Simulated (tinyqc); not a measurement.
Changing the target area A_t: Berg model of reactive sputtering of a nitride or oxide: poisoning, hysteresis and pumping speed. Computed by tinyqc, a small Python program. Command: `OMP_NUM_THREADS=1 python tinyqc.py 3004998 3004999 out.jsonl berg sweep`. One thread of a shared host (Intel(R) Xeon(R) Processor @ 2.30GHz), about 0.02 s of CPU time with the checks.

A diatomic gas reacts with bare metal on the target and on the collecting surfaces; ions remove metal and compound from the target. theta_t and theta_c are the compound fractions.

Inputs (values chosen for the exercise, close to those used for aluminium oxide):
```
quantity                         value     unit
ion current density J               34  mA/cm^2
collecting area A_c               3200     cm^2
metal yield Y_m                      1        -
compound yield Y_c               0.038        -
sticking coefficient alpha         0.7        -
reactive atoms per metal atom z    1.5        -
gas mass M                          32        u
pumping speed S                    150      l/s
gas temperature T                  300        K
reactive partial pressure P      0.079       Pa
```

Constants: e = 1.602176634e-19 C; u = 1.6605390666e-27 kg; k_B = 1.380649e-23 J/K.

Method. Ion flux j = J/e; gas flux F = P/sqrt(2 pi M k_B T). Target: (2/z) alpha F (1 - theta_t) = j Y_c theta_t. Sputtered flows F_c = j Y_c theta_t A_t, F_m = j Y_m (1 - theta_t) A_t. Collector: (2/z) alpha F (1 - theta_c) A_c + F_c (1 - theta_c) = F_m theta_c. Gas use Q = alpha F [(1 - theta_t) A_t + (1 - theta_c) A_c] + P S/(k_B T); 1 sccm = 4.4780e17 molecules/s. Rate R = F_m + F_c, given relative to j Y_m A_t. P is a single-valued function of the flow Q only if dQ/dP > 0 everywhere: S must exceed k_B T times the steepest fall of the surface terms with P.

One run for each value:
```
target area A_t (cm^2)  critical pumping speed (l/s)  theta_c  total flow Q (sccm)
5.0                                            325.5  0.99993                6.523
9.9                                            490.8  0.99987                6.655
20.0                                           708.8  0.99974                6.926
39.0                                           951.4  0.99949                7.436
77.0                                          1215.8  0.99900                8.456
150.0                                         1469.2  0.99805               10.411
300.0                                         1702.6  0.99611               14.418
600.0                                         1886.1  0.99227               22.386
```

What does the table show, and why?

Over the rows, critical pumping speed (l/s) rises from 325 to 1890 (exponent d ln y / d ln x 0.60 between the first rows and 0.15 between the last); theta_c falls from 0.9999 to 0.9923; total flow Q (sccm) rises from 6.52 to 22.4 (exponent d ln y / d ln x 0.029 between the first rows and 0.63 between the last). A smaller eroded area lowers the critical pumping speed, one known way to remove the hysteresis.

Caution (rows 600): here dQ/dP is negative, a branch that flow control cannot hold.
